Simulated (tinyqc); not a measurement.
Collinear exchange A + BC -> AB + C on a London-Eyring-Polanyi-Sato surface: saddle, string of images and rate. Inputs raised by 2 %, one at a time. Computed by tinyqc, a small Python program. Command: `OMP_NUM_THREADS=1 python tinyqc.py 3111461 3111462 out.jsonl leps sens`. One thread of a shared host (Intel(R) Xeon(R) Processor @ 2.30GHz), about 0.4 s of CPU time with the checks.

x = r(AB), y = r(BC), r(AC) = x + y. V is counted from separated atoms, the barrier from A + BC, that is V + D(BC).

Inputs (values chosen for the exercise, bond data loosely for abstraction of hydrogen from a Si-H bond by a hydrogen atom; the barrier is not fitted):
```
quantity            value           unit
D(AB)                4.83             eV
r0(AB)              0.742       angstrom
beta(AB)             1.94     1/angstrom
D(BC)                3.96             eV
r0(BC)               1.48       angstrom
beta(BC)             1.52     1/angstrom
D(AC)                4.13             eV
r0(AC)               1.48       angstrom
beta(AC)             1.52     1/angstrom
Sato parameter S     0.15              -
mass of A           1.008              u
mass of B           1.008              u
mass of C           28.09              u
temperature T         300              K
step of the string  0.015  angstrom^2/eV
```

Constants: nu for 1 eV/(angstrom^2 u) = 15.6333042 THz; h x 1 THz = 4.135667696 meV; k_B = 1.380649e-23 J/K; u = 1.6605390666e-27 kg; k_B = 8.617333262e-05 eV/K.

Method:
- For each pair, with u = exp(-beta (r - r0)): Q = D [(3 + S) u^2 - (2 + 6 S) u]/(4 (1 + S)), J = D [(1 + 3 S) u^2 - (6 + 2 S) u]/(4 (1 + S)); V = Q1 + Q2 + Q3 - sqrt(((J1 - J2)^2 + (J2 - J3)^2 + (J3 - J1)^2)/2).
- String of 9 images between the fixed ends (r0(AB) + 2, r0(BC)) and (r0(AB), r0(BC) + 2), started on the two straight legs through (r0(AB) + 0.3, r0(BC) + 0.3): each iteration moves the inner images by -step x gradient (central differences) and spaces them evenly again along the broken line (coordinates are kept between 0.2 and 8 angstrom); stop when no coordinate changes by more than 1e-5 angstrom, at most 400 iterations.
- From the highest inner image, z -> z - H^-1 g with gradient g and Hessian H by central differences, steps capped at 0.15 angstrom, 12 steps.
- Wilson matrix G = [[1/m_A + 1/m_B, -1/m_B], [-1/m_B, 1/m_B + 1/m_C]]; eigenvalues lambda of G H give nu = 15.6333042 THz x sqrt(|lambda|), the negative one being imaginary. Reactant: nu_BC from k = 2 D beta^2 and 1/m_B + 1/m_C. Skew angle: cos = sqrt(m_A m_C/((m_A + m_B)(m_B + m_C))).
- One-dimensional rate constant without tunnelling, k = sqrt(k_B T/(2 pi mu)) [sinh(h nu_BC/(2 k_B T))/sinh(h nu_s/(2 k_B T))] exp(-barrier/(k_B T)) with mu = m_A (m_B + m_C)/(m_A + m_B + m_C); Wigner factor 1 + (h nu_i/(k_B T))^2/24; adiabatic barrier = barrier + h (nu_s - nu_BC)/2.

Runs:
```
input moved             from       to  barrier (eV)  imaginary frequency (THz)  real frequency at the saddle (THz)  rate constant k (cm/s)
base run                   -        -       0.22855                     46.878                              35.253                  125.16
Sato parameter S        0.15    0.153       0.21879                     45.930                              35.506                  178.89
D(AB) (eV)              4.83   4.9266       0.21056                     44.282                              36.266                  231.31
D(AC) (eV)              4.13   4.2126       0.23644                     48.067                              34.963                   94.42
beta(AC) (1/angstrom)   1.52   1.5504       0.21234                     44.828                              35.756                  225.00
mass of A (u)          1.008  1.02816       0.22855                     46.674                              35.070                  125.81
mass of B (u)          1.008  1.02816       0.22855                     46.619                              35.111                  120.23
temperature T (K)        300      306       0.22855                     46.878                              35.253                  142.91
```

Exponents ln(y'/y) / ln(x'/x):
```
input             barrier  imaginary frequency  real frequency at the saddle  rate constant k
Sato parameter S   -2.204               -1.032                         0.361           18.039
D(AB)              -4.140               -2.876                         1.431           31.017
D(AC)               1.714                1.265                        -0.418          -14.233
beta(AC)           -3.715               -2.258                         0.716           29.619
mass of A           0.000               -0.220                        -0.263            0.263
mass of B           0.000               -0.279                        -0.204           -2.027
temperature T       0.000                0.000                         0.000            6.698
```

Among the inputs moved here: barrier answers most in size to D(AB) (exponent -4.140), next to beta(AC) (-3.715); its exponent is below 0.0005 for mass of A, mass of B, temperature T. Its exponent 0.000 in mass of A: masses do not enter the surface. Its exponent 0.000 in mass of B: masses do not enter the surface. Imaginary frequency answers most in size to D(AB) (exponent -2.876), next to beta(AC) (-2.258); its exponent is below 0.0005 for temperature T. real frequency at the saddle answers most in size to D(AB) (exponent +1.431), next to beta(AC) (+0.716); its exponent is below 0.0005 for temperature T. rate constant k answers most in size to D(AB) (exponent +31.017), next to beta(AC) (+29.619).

Caution (all rows): the Wigner factor exceeds 2 at T: tunnelling, left out of k, is large and needs a better treatment than this factor.
